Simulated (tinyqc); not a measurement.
Ion implantation: universal nuclear stopping, Lindhard-Scharff electronic stopping and a Gaussian range profile: one step, computed by the program tinyqc.

An ion slows by elastic collisions with screened nuclei and by friction with electrons; channelling is ignored and the target is uniform.

Question. Damage. Kinchin-Pease count with efficiency 0.8: N_d = 0.8 nu/(2 E_d), taking all of nu as damage energy (an upper estimate, as recoils also lose energy to electrons). Spread over a depth R_p + dR_p, displacements per atom = Q N_d/(N (R_p + dR_p)).

Inputs (values chosen for the exercise, modelled on carbon ions in diamond): target density N = 176.3 1/nm^3; dose Q = 2.4e+15 1/cm^2; displacement energy E_d = 40 eV.

energy lost to nuclei nu = 9.441697 keV

projected range R_p = 27.06932 nm

straggle dR_p = 9.023107 nm

Give: displacements per ion N_d; displacements per atom.

Answer.

displacements per ion N_d = 94.42

displacements per atom = 0.3561

One displacement per atom would need a dose of 6.7e15 per cm^2 if no defects annealed. Caution: above a few tenths of a displacement per atom cascades overlap, so the count overstates new damage; heavy ions turn silicon and germanium amorphous at such levels, while light ions such as boron and metal targets anneal much of the damage.
